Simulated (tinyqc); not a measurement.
Empirical pseudopotential in a few plane waves, step by step. Computed by tinyqc, a small Python program that keeps every step. Settings: plane-wave index or count = 15. Command: `OMP_NUM_THREADS=1 python tinyqc.py 22623 22624 out.jsonl` (the two numbers bound the seeds that draw the settings). One thread of a shared host (Intel(R) Xeon(R) Processor @ 2.60GHz), about 0.2 s of CPU time with the checks.

## Bloch Hamiltonian at G

Parameters chosen for this model: fcc lattice, atoms at +/- a/8 (1,1,1); form factors in rydberg at |G|^2 in units of (2 pi/a)^2:
```
parameter                 value      unit
a                      5.660000  angstrom
VS(3)                 -0.250000        Ry
VS(8)                  0.008000        Ry
VS(11)                 0.066000        Ry
VA(3)                  0.078000        Ry
VA(4)                  0.087000        Ry
VA(11)                 0.022000        Ry
hbar^2/2m (2 pi/a)^2   4.695154        eV
```

k point G (2 pi / a): 0  0  0

Basis: the 15 shortest G (labels in 2 pi/a), the same at every k. H(G,G') = c |k + G|^2 delta + VS(|G-G'|^2) cos((G-G').tau) + i VA sin((G-G').tau), tau = a/8 (1,1,1); 1 Ry = 13.605693 eV.

H(k) at G (eV), lower triangle (Hermitian):
```
                 +0+0+0           -1-1-1           -1-1+1           -1+1-1
+0+0+0           0.0000
-1-1-1   2.4052-0.7504i          14.0855
-1-1+1  -2.4052-0.7504i   0.0000+1.1837i          14.0855
-1+1-1  -2.4052-0.7504i   0.0000+1.1837i           0.1088          14.0855
-1+1+1  -2.4052+0.7504i          -0.1088   0.0000+1.1837i   0.0000+1.1837i
+1-1-1  -2.4052-0.7504i   0.0000+1.1837i           0.1088           0.1088
+1-1+1  -2.4052+0.7504i          -0.1088   0.0000+1.1837i           0.0000
+1+1-1  -2.4052+0.7504i          -0.1088           0.0000   0.0000+1.1837i
+1+1+1   2.4052+0.7504i           0.0000          -0.1088          -0.1088
-2+0+0   0.0000-1.1837i  -2.4052+0.7504i  -2.4052-0.7504i  -2.4052-0.7504i
+0-2+0   0.0000-1.1837i  -2.4052+0.7504i  -2.4052-0.7504i   0.6350-0.2117i
+0+0-2   0.0000-1.1837i  -2.4052+0.7504i   0.6350-0.2117i  -2.4052-0.7504i
+0+0+2   0.0000+1.1837i  -0.6350-0.2117i   2.4052+0.7504i  -0.6350+0.2117i
+0+2+0   0.0000+1.1837i  -0.6350-0.2117i  -0.6350+0.2117i   2.4052+0.7504i
+2+0+0   0.0000+1.1837i  -0.6350-0.2117i  -0.6350+0.2117i  -0.6350+0.2117i

                 -1+1+1           +1-1-1           +1-1+1           +1+1-1
-1+1+1          14.0855
+1-1-1           0.0000          14.0855
+1-1+1           0.1088   0.0000+1.1837i          14.0855
+1+1-1           0.1088   0.0000+1.1837i           0.1088          14.0855
+1+1+1   0.0000+1.1837i          -0.1088   0.0000+1.1837i   0.0000+1.1837i
-2+0+0   2.4052-0.7504i   0.6350-0.2117i  -0.6350-0.2117i  -0.6350-0.2117i
+0-2+0  -0.6350-0.2117i  -2.4052-0.7504i   2.4052-0.7504i  -0.6350-0.2117i
+0+0-2  -0.6350-0.2117i  -2.4052-0.7504i  -0.6350-0.2117i   2.4052-0.7504i
+0+0+2  -2.4052+0.7504i  -0.6350+0.2117i  -2.4052+0.7504i   0.6350+0.2117i
+0+2+0  -2.4052+0.7504i  -0.6350+0.2117i   0.6350+0.2117i  -2.4052+0.7504i
+2+0+0   0.6350+0.2117i   2.4052+0.7504i  -2.4052+0.7504i  -2.4052+0.7504i

                 +1+1+1   -2+0+0   +0-2+0   +0+0-2
+1+1+1          14.0855
-2+0+0  -0.6350+0.2117i  18.7806
+0-2+0  -0.6350+0.2117i   0.1088  18.7806
+0+0-2  -0.6350+0.2117i   0.1088   0.1088  18.7806
+0+0+2  -2.4052-0.7504i  -0.1088  -0.1088   0.0000
+0+2+0  -2.4052-0.7504i  -0.1088   0.0000  -0.1088
+2+0+0  -2.4052-0.7504i   0.0000  -0.1088  -0.1088

         +0+0+2   +0+2+0   +2+0+0
+0+0+2  18.7806
+0+2+0   0.1088  18.7806
+2+0+0   0.1088   0.1088  18.7806
```

## Levels at G

Diagonalise the Hermitian matrix.

eigenvalues (eV): -4.4796  9.3033  9.3033  9.3033  10.4897  14.5086  14.5086  14.5086  18.5317  18.5629  18.5629  22.9219  22.9219  22.9219  23.4982

## Bands along a path

The same steps at evenly spaced points between the labelled ones.

Bands along the path (eV), lowest eight:
```
k          band 1  band 2  band 3  band 4   band 5   band 6   band 7   band 8
L         -2.8597  3.8025  8.8712  8.8712  11.7921  15.1955  15.1955  18.1286
L-G 0.25  -3.3848  4.5299  8.8096  8.8096  11.7909  15.1394  15.1394  17.7656
L-G 0.50  -3.9434  5.9525  8.9517  8.9517  11.9949  15.1515  15.1515  15.8816
L-G 0.75  -4.3392  7.7750  9.1828  9.1828  11.6742  14.5531  14.7846  14.7846
G         -4.4796  9.3033  9.3033  9.3033  10.4897  14.5086  14.5086  14.5086
G-X 0.25  -4.2922  7.7047  8.9302  8.9302  12.2203  13.7615  15.2675  15.2675
G-X 0.50  -3.7619  5.9342  8.2791  8.2791  12.4036  13.7057  16.7788  17.0600
G-X 0.75  -3.0077  4.5280  7.8557  7.8557  11.6032  13.0179  19.1075  19.3663
X         -2.3093  3.7595  7.8563  7.8563  11.3248  12.7527  22.0353  22.0353
```

With 4 band(s) filled, the highest filled level on these points lies at G and the lowest empty one at G: a gap of 1.1864 eV, direct. This holds for the small fixed basis; with all plane waves up to |k + G|^2 = 21 (2 pi/a)^2 the gap along the path is 1.54 eV.

## Convergence with the number of plane waves

Levels at G counted from the fourth one.

Levels (eV):
```
plane waves   level 1  level 5  level 8
9            -16.1157   0.5924   2.3674
15           -13.7828   1.1864   5.2054
27           -12.8289   1.5401   5.5394
51           -12.4799   1.4797   5.8314
59           -12.4643   1.5229   5.6465
65           -12.4576   1.5185   5.6181
89           -12.4443   1.5260   5.6255
```
